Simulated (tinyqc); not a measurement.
# Off-state leakage of single and stacked transistors: what changes with what

n-channel devices of unit width. Subthreshold current I(Vg, Vs, Vd) = I0 (T/300 K)^0.5 exp[(Vg - Vs - VT(T) - gb (Vs - Vb) + dd (Vd - Vs))/(nf Vt)] (1 - exp(-(Vd - Vs)/Vt)), VT(T) = VT - cT (T - 300 K). Gate-edge tunnelling Ig (Vd/1 V) exp(ag (Vd - 1 V)), for a gate at 0 V, and band-to-band leakage Ab u exp(-Bb/u), u = Vd - Vb + 1 V, flow at a drain held at V; both are taken as independent of T. In a stack of off transistors (all gates at 0 V) the same subthreshold current passes through each.

Inputs (values chosen for the exercise); values of the order met in bulk silicon logic transistors: temperature T = 300 K; supply voltage V = 1.2 V; threshold at 300 K, zero drain and body bias VT = 0.41 V; fall of the threshold with temperature cT = 0.8 mV/K; current at threshold at 300 K I0 = 0.1 uA/um; slope factor nf = 1.53; drain-induced lowering per volt dd = 0.05; rise of the threshold per volt of source-body bias gb = 0.15; gate-edge tunnelling current at 1 V Ig = 6e-5 uA/um; exponential slope of the gate current ag = 3.9 1/V; prefactor of band-to-band leakage at the drain Ab = 2 uA/(um V); its exponential voltage Bb = 29 V; body voltage Vb = 0 V.

Constants: q = 1.602176634e-19 C, kB = 1.380649e-23 J/K, Vt = kB T/q. Results are converted to the units shown.

Each table varies one quantity; the others keep the values above.

## Subthreshold current against the height of the stack

All n gates at 0 V, bottom source at 0 V, top drain at V; node voltages follow from equal currents.

Subthreshold current against the height of the stack:

| n | I (nA/um) | reduction factor | drain voltage of the bottom device (mV) | source voltage of the top device (mV) | voltage across the top device (V) |
|---|---|---|---|---|---|
| 1 | 0.01436 | 1.000 | 1200 | 0 | 1.200 |
| 2 | 0.002923 | 4.911 | 52.46 | 52.46 | 1.148 |
| 3 | 0.001677 | 8.563 | 18.96 | 70.78 | 1.129 |
| 4 | 0.001183 | 12.14 | 11.94 | 82.28 | 1.118 |
| 5 | 9.159e-4 | 15.67 | 8.767 | 90.71 | 1.109 |
| 6 | 7.481e-4 | 19.19 | 6.941 | 97.38 | 1.103 |

The second transistor cuts the current by a factor of 4.91, the third by a further 1.74 and the sixth by 1.22. The top device keeps 91.9 % of the supply at n = 6, while the drain voltage of the bottom one falls to 0.268 Vt.

## Leakage components against the supply voltage

Same model as above.

One transistor with Vg = Vs = 0, Vd = V; stack factor I(one)/I(two in series).

Leakage components against the supply voltage:

| V (V) | subthreshold (nA/um) | gate edge (nA/um) | band-to-band (nA/um) | total (nA/um) | stack factor | largest part |
|---|---|---|---|---|---|---|
| 0.5 | 0.0059256 | 0.0042682 | 1.2044e-5 | 0.010206 | 2.5793 | subthreshold |
| 0.6 | 0.0067241 | 0.0075649 | 4.3009e-5 | 0.014332 | 2.7989 | gate edge |
| 0.7 | 0.0076302 | 0.013035 | 1.3272e-4 | 0.020798 | 3.0487 | gate edge |
| 0.8 | 0.0086583 | 0.022003 | 3.6252e-4 | 0.031024 | 3.3328 | gate edge |
| 0.9 | 0.0098250 | 0.036561 | 8.9347e-4 | 0.047280 | 3.6557 | gate edge |
| 1 | 0.011149 | 0.060000 | 0.0020174 | 0.073166 | 4.0224 | gate edge |
| 1.1 | 0.012651 | 0.097481 | 0.0042252 | 0.11436 | 4.4388 | gate edge |
| 1.2 | 0.014356 | 0.15707 | 0.0082920 | 0.17971 | 4.9113 | gate edge |
| 1.3 | 0.016290 | 0.25132 | 0.015377 | 0.28298 | 5.4471 | gate edge |
| 1.4 | 0.018485 | 0.39974 | 0.027134 | 0.44536 | 6.0545 | gate edge |

What does the table show?

As V goes from 0.5 to 1.4, the total leakage rises from 0.0102 to 0.445 nA/um. The subthreshold part leads at V = 0.5, the gate edge part from 0.6 on. The reduction by a stack of two rises from 2.58 to 6.05, for the subthreshold part alone.

Program tinyqc, `OMP_NUM_THREADS=1 python tinyqc.py 2242221 2242222 out.jsonl`; Intel Xeon 2.30GHz, shared host, one thread, about 0.05 s.
